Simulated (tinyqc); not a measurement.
# Single-junction solar cell, detailed-balance limit, step by step

Numbers from tinyqc (`OMP_NUM_THREADS=1 python tinyqc.py 2820131 2820132 out.jsonl`; about 0.01 s on one thread of a shared Intel Xeon 2.30GHz). Printed values are rounded.

Every photon above the gap Eg makes one pair and none below is absorbed; carriers thermalise at T and move without loss. Jsc = q fs X Phi(Eg, Ts); the dark current is J0 = q ge Phi(Eg, T)/ERE with the Boltzmann factor exp(V/Vt). The efficiency is the electrical power over fs X sigma Ts^4.

Inputs (values chosen for the exercise):
- T = 320 K (cell temperature)
- Ts = 5778 K (temperature of the black-body sun)
- fs = 2.16e-5 (share of the hemisphere filled by the sun)
- X = 1 (concentration)
- ERE = 0.1 (external radiative efficiency)
- ge = 1 (number of faces that emit)
- Eg = 1 eV (band gap)

Constants: q = 1.602176634e-19 C, kB = 1.380649e-23 J/K, h = 6.62607015e-34 J s, c = 299792458 m/s, Vt = kB T/q. Results are converted to the units shown.

## Photon flux of the source, term by term

Photon flux above E from a black body at temperature T into a hemisphere: Phi(E, T) = A sum_k exp(-k E/th)[E^2 th/k + 2 E th^2/k^2 + 2 th^3/k^3], k = 1, 2, ..., with th = kB T/q in eV and A = 2 pi q^3/(h^3 c^2). The first six terms at E = Eg, T = Ts are listed; the flux takes all.

th = 0.497910 eV
A = 9.88329e22 cm^-2 s^-1 eV^-3
terms k = 1..6 (eV^3): 0.166495  0.00727217  5.56427e-4  5.16819e-5  5.28450e-6  5.71968e-7
Phi(Eg, Ts) = 1.72346e22 cm^-2 s^-1

The first term, the Boltzmann limit, holds 95.5 % of the flux.

## Photocurrent, dark current and incident power

Photon flux above E from a black body at temperature T into a hemisphere: Phi(E, T) = A sum_k exp(-k E/th)[E^2 th/k + 2 E th^2/k^2 + 2 th^3/k^3], k = 1, 2, ..., with th = kB T/q in eV and A = 2 pi q^3/(h^3 c^2). Jsc = q fs X Phi(Eg, Ts), J0 = q ge Phi(Eg, T)/ERE. Pin = fs X sigma Ts^4, sigma = 2 pi^5 kB^4/(15 h^3 c^2).

Jsc = 59.6438 mA/cm^2
J0 = 8.21804e-10 mA/cm^2
Pin = 136.514 mW/cm^2

## Iteration 1: maximum power point by Newton steps

v at the start = 25.01

With v = V/Vt the power is largest where f = (1 + v) exp(v) - 1 - Jsc/J0 vanishes; f' = (2 + v) exp(v), v(new) = v - f/f'.

f = 1.81909e12
f' = 1.96440e12
v after iteration 1 = 24.0840

## Iteration 2: maximum power point by Newton steps

As before.

f = 6.50079e11
f' = 7.51465e11
v after iteration 2 = 23.2189

## Course of the iteration: maximum power point by Newton steps

Stop when v changes by less than 1e-10, or after 40 iterations.

Course of the iteration:
```
iteration        v  |change|
1          24.0840     0.926
2          23.2189     0.865
3          22.4958     0.723
4          22.0400     0.456
5          21.8907     0.149
6          21.8778    0.0129
7          21.8777   8.73e-5
8          21.8777   3.97e-9
9          21.8777         0
```

Converged in 9 iterations. At the end the number of correct digits about doubles with each step.

## Voltages, fill factor and efficiency

v = 21.8777

Voc = Vt ln(1 + Jsc/J0), Vmp = v Vt, Jmp = Jsc - J0 (exp(v) - 1), FF = Vmp Jmp/(Voc Jsc), efficiency Vmp Jmp/Pin.

Voc = 0.689605 V
Eg/q - Voc = 0.310395 V
Vmp = 0.603289 V
Jmp = 57.0367 mA/cm^2
FF = 0.836594
efficiency = 25.2060 %

Of the voltage deficit, Vt ln(1/ERE) = 63.5 mV is due to non-radiative recombination.
